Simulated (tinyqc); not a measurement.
Worked calculation: RKS/PBE0 in the sto-3g basis, for H3+, spin multiplicity 1. One step of it, computed by the program tinyqc.

Problem. Iteration 2: diagonalisation and new density. A level shift of 1 hartree raises the virtual space: F + shift (S - S D(s) S), with D(s) the density of one spin (D/2). Diagonalise F' = X^T F X, C = X C', fill 1 alpha and 1 beta electrons from the bottom; D = 2 C_occ C_occ^T. Each column has its largest component positive (the first on a tie).

Kohn-Sham matrix F (hartree), lower triangle:
```
           1H 1s      2H 1s      3H 1s
1H 1s  -0.654575
2H 1s  -0.492223  -0.589466
3H 1s  -0.492223  -0.145665  -0.589466
```

X, lower triangle:
```
           1H 1s     2H 1s     3H 1s
1H 1s   1.218071
2H 1s  -0.297646  1.104256
3H 1s  -0.297646  0.049410  1.104256
```

D after iteration 1, lower triangle:
```
          1H 1s     2H 1s     3H 1s
1H 1s  0.812360
2H 1s  0.401208  0.198149
3H 1s  0.401208  0.198149  0.198149
```

overlap S, lower triangle:
```
          1H 1s     2H 1s     3H 1s
1H 1s  1.000000
2H 1s  0.468088  1.000000
3H 1s  0.468088  0.101285  1.000000
```

Give: F' = X^T F X; orbital energies; coefficients C; D after iteration 2.

Solution.

F' = X^T F X (hartree), lower triangle:
```
         1        2       3
1   0.0479
2  -0.6398   0.3262
3  -0.6398  -0.1800  0.3262
```

orbital energies (hartree): MO1 -0.8091, MO2 0.5062, MO3 1.0031

coefficients C:
```
          MO1      MO2      MO3
1H 1s  0.5949   0.0000   1.1433
2H 1s  0.3449   0.7459  -0.7969
3H 1s  0.3449  -0.7459  -0.7969
```

D after iteration 2, lower triangle:
```
        1H 1s   2H 1s   3H 1s
1H 1s  0.7077
2H 1s  0.4103  0.2379
3H 1s  0.4103  0.2379  0.2379
```
